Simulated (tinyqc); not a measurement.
# Absorption edge of a degenerate semiconductor, band filling against gap narrowing: effects of single changes

n-type, parabolic bands, full ionisation. eta = (EF - Ec)/kB T solves N = Nc F12(eta), F12(x) = (2/sqrt(pi)) int_0^infinity sqrt(u)/(1 + exp(u - x)) du. The gap shrinks rigidly by dEg = a3 y^(1/3) + a4 y^(1/4) + a2 y^(1/2), y = N/1e18 cm^-3, an empirical law that is here taken as the true narrowing.

Values chosen for this exercise; band and dielectric values close to those of gallium arsenide: temperature T = 250 K; band gap Eg = 1.42 eV; conduction-band density of states at 250 K, from me Nc = 3.36e17 cm^-3; electron mass me = 0.0677 m0; hole mass mh = 0.509 m0; coefficient of (N/1e18)^(1/3) a3 = 17.3 meV; coefficient of (N/1e18)^(1/4) a4 = 12.7 meV; coefficient of (N/1e18)^(1/2) a2 = 2.7 meV.

Constants: q = 1.602176634e-19 C, kB = 1.380649e-23 J/K, Vt = kB T/q. Results are converted to the units shown.

Each table varies one quantity; the others keep the values above.

## The optical edge against doping

Vertical transitions need an empty final state: the edge is taken where the state lies 4 kB T below EF, E_opt = Eg - dEg + (1 + me/mh) max(eta - 4, 0) kB T; wavelength h c/(q E_opt).

Results:

| N (cm^-3) | eta | dEg (meV) | filling shift (meV) | E_opt (eV) |
|---|---|---|---|---|
| 6.3e16 | -1.6079 | 13.924 | 0 | 1.4061 |
| 1.2e17 | -0.90398 | 16.943 | 0 | 1.4031 |
| 2.2e17 | -0.19407 | 20.408 | 0 | 1.3996 |
| 4.1e17 | 0.62335 | 24.743 | 0 | 1.3953 |
| 7.8e17 | 1.6380 | 30.245 | 0 | 1.3898 |
| 1.5e18 | 2.9874 | 37.165 | 0 | 1.3828 |
| 2.7e18 | 4.6670 | 44.806 | 16.280 | 1.3915 |
| 5.1e18 | 7.2970 | 54.961 | 80.477 | 1.4455 |
| 9.5e18 | 11.146 | 67.258 | 174.43 | 1.5272 |
| 3.3e19 | 25.704 | 101.44 | 529.77 | 1.8483 |

Estimate the missing row, N = 1.8e19 cm^-3.

Computed row:

| N (cm^-3) | eta | dEg (meV) | filling shift (meV) | E_opt (eV) |
|---|---|---|---|---|
| 1.8e19 | 17.133 | 82.953 | 320.55 | 1.6576 |

With this row back in the table: E_opt goes from 1.41 through a minimum of 1.38 (at N = 1.5e18 cm^-3 among the rows listed) to 1.85 eV, against Eg = 1.42 eV; the filling shift is 0 while eta is below 4. At the end narrowing grows as N^(0.33) and EF - Ec as N^(0.67). Filling therefore wins at high density. For N = 9.5e18, 1.8e19, 3.3e19 EF lies more than 0.2 eV in the band, where non-parabolicity lowers it markedly.

## Approximations to the Fermi level

With u = N/Nc: Boltzmann ln u; Joyce-Dixon ln u + 0.353553 u - 4.95009e-3 u^2 + 1.48386e-4 u^3 - 4.42563e-6 u^4; degenerate limit (3 sqrt(pi) u/4)^(2/3). The Einstein ratio is D/(mu Vt) = F12/Fm, Fm(x) = dF12/dx = (1/sqrt(pi)) int_0^infinity u^(-1/2)/(1 + exp(u - x)) du.

Approximations to the Fermi level:

| N (cm^-3) | N/Nc | eta | Boltzmann | Joyce-Dixon | degenerate | D/(mu Vt) |
|---|---|---|---|---|---|---|
| 1.8e16 | 0.053571 | -2.9078 | -2.9267 | -2.9078 | 0.17181 | 1.0189 |
| 3.6e16 | 0.10714 | -2.1958 | -2.2336 | -2.1958 | 0.27273 | 1.0378 |
| 7.2e16 | 0.21429 | -1.4649 | -1.5404 | -1.4649 | 0.43293 | 1.0753 |
| 1.5e17 | 0.44643 | -0.64961 | -0.80648 | -0.64961 | 0.70620 | 1.1559 |
| 2.9e17 | 0.86310 | 0.15433 | -0.14723 | 0.15433 | 1.0960 | 1.2981 |
| 5.9e17 | 1.7560 | 1.1693 | 0.56301 | 1.1693 | 1.7597 | 1.5925 |
| 1.2e18 | 3.5714 | 2.4786 | 1.2730 | 2.4786 | 2.8248 | 2.1541 |
| 2.4e18 | 7.1429 | 4.2832 | 1.9661 | 4.2815 | 4.4841 | 3.1450 |
| 4.9e18 | 14.583 | 7.0987 | 2.6799 | 7.0432 | 7.2165 | 4.8956 |
| 9.8e18 | 29.167 | 11.383 | 3.3730 | 9.9530 | 11.456 | 7.6867 |

Boltzmann is within 0.1 of eta up to N/Nc = 0.21, Joyce-Dixon within 0.01 up to 7.1, and the degenerate limit is off by 0.073 in the last row. The Einstein ratio rises from 1.02 to 7.69: degenerate carriers diffuse faster for the same mobility.

Range of the model: Band tails, non-parabolic bands and incomplete ionisation are left out.

tinyqc, about 0.01 s, one thread, Intel Xeon 2.30GHz (shared host): `OMP_NUM_THREADS=1 python tinyqc.py 2330123 2330124 out.jsonl`
